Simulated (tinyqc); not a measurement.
Born-von Karman spring model of a cubic crystal with one atom per cell: one step, computed by the program tinyqc.

First neighbours lie at a/2 (1,1,1) (8 of them), second at a (1,0,0) (6), with all permutations and signs; the volume per atom is Omega = a^3/2. Two shells of springs match a real metal only roughly, above all at the zone boundary.

Task: Debye temperature from the elastic constants. Christoffel matrix G_xx = C11 n_x^2 + C44 (1 - n_x^2), G_xy = (C12 + C44) n_x n_y, with eigenvalues rho v^2; v_m^-3 is the mean of v^-3 over three branches and all directions (12 Gauss-Legendre points in cos(theta) times 24 angles phi = (j + 1/2) pi/12); q_D = (6 pi^2/Omega)^(1/3); Theta = hbar v_m q_D/k_B.

Inputs (values chosen for the exercise, modelled on tantalum): lattice constant a = 3.3 angstrom.

Lattice: bcc.

C12 = 154.7476 GPa

C44 = 77.64892 GPa

C11 = 270.5898 GPa

density rho = 16722.29 kg/m^3

Constants: hbar = 1.054571817e-34 J s; k_B = 1.380649e-23 J/K.

Give: mean velocity v_m; Debye wave number q_D; elastic Debye temperature.

Result:

mean velocity v_m = 2279 m/s

Debye wave number q_D = 1.488 1/angstrom

elastic Debye temperature = 259.0 K
